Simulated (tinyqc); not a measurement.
One-sided p+-n junction, ionisation integral and breakdown: one step of the calculation.

A p+ layer at x < 0 and an n drift layer from x = 0. Depletion approximation, built-in voltage neglected. Local ionisation coefficients alpha_n = an exp(-(bn/E)^mx), alpha_p = ap exp(-(bp/E)^mx). Electrons move towards +x, holes towards x = 0.

Question. Field and ionisation coefficients on a grid. W = sqrt(2 eps0 eps_r V/(q N)), peak field E0 = q N W/(eps0 eps_r), falling linearly to 0 at W. Grid: 12 equal steps from 0 to fr W.

Parameters, values chosen for the exercise; material values close to those of silicon:

| symbol | value | unit | meaning |
|---|---|---|---|
| eps_r | 11.5 |  | relative permittivity |
| an | 7.27e5 | 1/cm | prefactor of the electron ionisation coefficient |
| bn | 1.28e6 | V/cm | field constant for electrons |
| ap | 1.69e6 | 1/cm | prefactor of the hole ionisation coefficient |
| bp | 2e6 | V/cm | field constant for holes |
| mx | 1 |  | exponent |
| N | 2.3e14 | cm^-3 | donor density of the drift layer |
| V | 607 | V | reverse voltage |
| fr | 0.6 |  | share of the depleted width that the grid covers |

Constants: q = 1.602176634e-19 C, eps0 = 8.8541878128e-14 F/cm where lengths are in cm. Results are converted to the units shown.

Find: W; x; E; alpha_n; alpha_p.

Answer.

W = 57.918 um

```
point  x (um)  E (kV/cm)  alpha_n (1/cm)  alpha_p (1/cm)
0       0.000     209.61          1619.7          121.34
1       2.896     199.13          1174.5          73.432
2       5.792     188.65          821.79          42.030
3       8.688     178.17          551.34          22.527
4      11.584     167.69          351.90          11.169
5      14.479     157.21          211.55          5.0430
6      17.375     146.72          118.26          2.0325
7      20.271     136.24          60.449         0.71229
8      23.167     125.76          27.630         0.20960
9      26.063     115.28          10.953        0.049377
10     28.959     104.80          3.6086       0.0087114
11     31.855     94.323         0.92894       0.0010453
12     34.751     83.843         0.17033       7.3814e-5
```

Numbers from tinyqc (`OMP_NUM_THREADS=1 python tinyqc.py 2120117 2120118 out.jsonl`; about 0.07 s on one thread of a shared Intel Xeon 2.30GHz).
